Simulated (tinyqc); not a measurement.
Range and order of the fit: effective mass of the split-off band from tabulated energies.

c = hbar^2/2m0.
Constants: hbar^2/2m0 = 3.80998211 eV angstrom^2.

Energies along [100], from the band edge downward:
```
k (1/angstrom)    E (meV)
0.000000          0.00000
0.012000          4.36230
0.024000         17.52950
0.036000         39.72890
0.048000         71.29370
0.060000        112.58420
0.072000        163.87150
0.084000        225.20640
0.096000        296.32090
```

reference mass (curvature of the model at k = 0.0001 1/angstrom) = 0.125963 m0

Least-squares fits of E = a k^2 (+ b k^4 + d k^6) over points 1 to n, and the line y = c k^2/E against E; errors of m against the reference.

Results:
```
n  E at point n (meV)  one term (%)  two terms (%)  three terms (%)  line (%)  rms residual, one term (meV)
3                39.7         -1.20          -0.03             0.00     -0.02                         0.073
4                71.3         -1.96          -0.09             0.00     -0.05                         0.209
5               112.6         -2.81          -0.24             0.01     -0.11                         0.448
6               163.9         -3.67          -0.52             0.02     -0.21                         0.794
7               225.2         -4.48          -0.96             0.02     -0.35                         1.210
8               296.3         -5.16          -1.61             0.00     -0.54                         1.620
```

The error of the parabola goes from -1.20 to -5.16 % as the range widens, and at n = 8 its residual, 1.62 meV, is only 0.5 % of the top energy: a small residual does not vouch for the mass. Over the full range (n = 8) the best form is three terms (0.00 %); the line errs by -0.02 % at n = 3 and -0.54 % at n = 8. Without scatter, a narrower range or a second term is the cure: at n = 8 the errors are -5.16, -1.61 and 0.00 % for one, two and three terms. Three terms on three points interpolate exactly.

Program tinyqc; command `OMP_NUM_THREADS=1 python tinyqc.py 1850691 1850692 out.jsonl`; about 0.01 s on one thread of a shared Intel(R) Xeon(R) Processor @ 2.30GHz.
